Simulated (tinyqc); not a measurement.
Inside a calculation: ellipsoidal valleys in the axes of a wafer and a channel. Values are carried at full precision from step to step, so a last printed digit may differ when a step is redone from the rounded ones.

Valleys with axes a along x, y and z, two valleys each; inverse mass tensor w = 1/mt + (1/ml - 1/mt) a a. Device axes: z = nz/|nz|, x = nx/|nx|, y = z cross x; in them a = (ax, ay, az). Confinement mass mz = 1/w_zz. In the plane w_ij is replaced by u_ij = w_ij - w_iz w_jz/w_zz (i, j = x, y); density-of-states mass md = 1/sqrt(det u); conductivity mass along x mc = 1/u_xx; ballistic transport mass mx = u_yy/det u, width mass my = 1/u_yy.

Constants: hbar^2/2m0 = 3.80998211 eV angstrom^2; kB = 8.617333262e-05 eV/K.

Inputs chosen for the exercise (near those of the Delta valleys of Si; the results hold for these values, not for the real material): ml = 0.932 m0 (longitudinal mass); mt = 0.191 m0 (transverse mass); nz = (1, 1, 0) (surface normal (confinement)); nx = (1, -1, 1) (channel direction); t = 5.9 nm (thickness of the film); T = 300 K (temperature).

## Device axes and valley axes

Give the rows x, y, z in cubic components and each valley axis in device components.

device axes, rows x, y, z; columns [100], [010], [001]:
```
[[0.5774, -0.5774, 0.5774],
 [0.4082, -0.4082, -0.8165],
 [0.7071, 0.7071, 0.0000]]
```

valley axes, rows x, y, z; columns ax, ay, az:
```
[[0.5774, 0.4082, 0.7071],
 [-0.5774, -0.4082, 0.7071],
 [0.5774, -0.8165, 0.0000]]
```

## Tensors of the valley y

Form w and the reduced tensor u.

w (1/m0), rows x, y, z and columns alike:
```
[[3.8481, -0.9811, 1.6994],
 [-0.9811, 4.5418, 1.2017],
 [1.6994, 1.2017, 3.1543]]
```

u (1/m0), rows x, y and columns alike:
```
[[2.9325, -1.6285],
 [-1.6285, 4.0840]]
```

The axis is tilted against the normal, so w_xz or w_yz is not zero and the reduction changes the masses in the plane.

## Masses of all valleys

Give mz, md, mc, mx and my.

Masses (m0):
```
valley      mz      md      mc      mx      my
x       0.3170  0.3275  0.3410  0.4380  0.2449
y       0.3170  0.3275  0.3410  0.4380  0.2449
z       0.1910  0.4219  0.2599  0.4380  0.4064
```

mz md^2 = ml mt^2 = 0.03400 for every valley, so a heavy confinement mass comes with a small density of states. The heaviest mz is 0.317, for x and y.

## Subbands and shares in a film

Hard walls: E_n = c (n pi/t)^2/mz, c = hbar^2/2m0, n = 1, 2, 3. Non-degenerate share of a valley proportional to md sum_n exp(-E_n/kT); mean 1/mc = sum of share/mc. 1 nm = 10 angstrom.

Give the ladders, the shares and the mean conductivity mass.

Subbands:
```
valley  E1 (meV)  E2 (meV)  E3 (meV)  share
x           34.1     136.3     306.7  0.395
y           34.1     136.3     306.7  0.395
z           56.6     226.2     509.0  0.210
```

mean mc = 0.3201 m0

The lowest ladder (x and y) holds 79 % of the electrons in these valleys, the next starts 22 meV higher.

## Checks

- mz md^2 against ml mt^2: they agree to 1e-10 or better.
- mx my against md^2: they agree to 1e-10 or better.

Run: tinyqc, `OMP_NUM_THREADS=1 python tinyqc.py 1881142 1881143 out.jsonl`; Intel(R) Xeon(R) Processor @ 2.30GHz, one thread, shared host; about 0.01 s of CPU time with all checks.
